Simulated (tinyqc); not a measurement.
Index and thickness from Psi and Delta.

Problem. Air (index 1), film, substrate with N2 = n2 - i k2; time factor exp(+i w t). q_j = sqrt(N_j^2 - sin^2 th), root with positive real part. Fresnel coefficients r_s = (q_a - q_b)/(q_a + q_b), r_p = (N_b^2 q_a - N_a^2 q_b)/(N_b^2 q_a + N_a^2 q_b). tan(Psi) exp(i Delta) = R_p/R_s, Delta taken from 0 to 360 degrees. beta = 2 pi d q1/lam, X = exp(-2 i beta), R = (r01 + r12 X)/(1 + r01 r12 X) for p and s. The film is transparent, with 1.15 < n1 < 2.9 and d under half a period. Find n1, d and the period.

Inputs (values chosen for the exercise):
- lam = 632.8 nm (wavelength)
- th = 70 degrees (angle of incidence)
- n2 = 3.882 (index of the substrate)
- k2 = 0.019 (extinction coefficient of the substrate)

Psi = 13.606413 degrees
Delta = 104.60607 degrees

Answer. Two measured angles fix two unknowns; a search from many starts finds one solution in the range given. Thicker films with d plus a multiple of the period give the same angles.

n1 = 2.423
d = 26.00 nm
period = 141.7 nm

Computed by the program tinyqc: `OMP_NUM_THREADS=1 python tinyqc.py 2870225 2870226 out.jsonl`, one thread of a shared Intel Xeon 2.30GHz, about 0.2 s for the whole run.
